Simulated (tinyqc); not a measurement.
Pariser-Parr-Pople SCF with singles CI, for the molecule C=C1C=CC=NC=C1 (SMILES; centres numbered as the heavy atoms are written), step by step. One step of it, computed by the program tinyqc.

Task: Iteration 3: orbitals and new P. Diagonalise F (the basis is taken as orthonormal) and form P = 2 sum c c over the lowest orbitals.

F (eV), order 1C, 2C, 3C, 4C, 5C, 6N, 7C, 8C:
$$\begin{pmatrix}
-5.599868 & -5.593179 & 0.200902 & 0.546294 & -0.196665 & -0.278097 & 0.578178 & 0.393738 \\
-5.593179 & -5.689501 & -3.783748 & -0.019654 & 0.113818 & 0.106609 & -0.073291 & -3.794132 \\
0.200902 & -3.783748 & -5.655932 & -5.489993 & -0.299044 & 0.658466 & 0.061230 & -0.619594 \\
0.546294 & -0.019654 & -5.489993 & -6.410052 & -4.162298 & 0.042248 & 0.230795 & 0.125849 \\
-0.196665 & 0.113818 & -0.299044 & -4.162298 & -5.234087 & -5.502240 & 0.099219 & 0.713470 \\
-0.278097 & 0.106609 & 0.658466 & 0.042248 & -5.502240 & -8.494962 & -4.315707 & -0.003830 \\
0.578178 & -0.073291 & 0.061230 & 0.230795 & 0.099219 & -4.315707 & -5.181388 & -5.464492 \\
0.393738 & -3.794132 & -0.619594 & 0.125849 & 0.713470 & -0.003830 & -5.464492 & -5.569312
\end{pmatrix}$$

pi electrons, sum of z_r less the charge = 8

Give: orbital energies; P after iteration 3.

Result:

orbital energies (eV): [-15.419, -13.401, -12.394, -9.010, -2.081, -0.843, 2.241, 3.072]

P after iteration 3, order 1C, 2C, 3C, 4C, 5C, 6N, 7C, 8C:
$$\begin{pmatrix}
1.106 & 0.858 & -0.055 & -0.294 & 0.115 & 0.175 & -0.309 & -0.156 \\
0.858 & 1.012 & 0.360 & 0.002 & -0.054 & -0.044 & 0.034 & 0.359 \\
-0.055 & 0.360 & 0.869 & 0.831 & 0.124 & -0.302 & -0.028 & 0.231 \\
-0.294 & 0.002 & 0.831 & 1.047 & 0.455 & -0.023 & -0.103 & -0.056 \\
0.115 & -0.054 & 0.124 & 0.455 & 0.794 & 0.780 & -0.032 & -0.331 \\
0.175 & -0.044 & -0.302 & -0.023 & 0.780 & 1.254 & 0.451 & -0.008 \\
-0.309 & 0.034 & -0.028 & -0.103 & -0.032 & 0.451 & 0.916 & 0.825 \\
-0.156 & 0.359 & 0.231 & -0.056 & -0.331 & -0.008 & 0.825 & 1.003
\end{pmatrix}$$
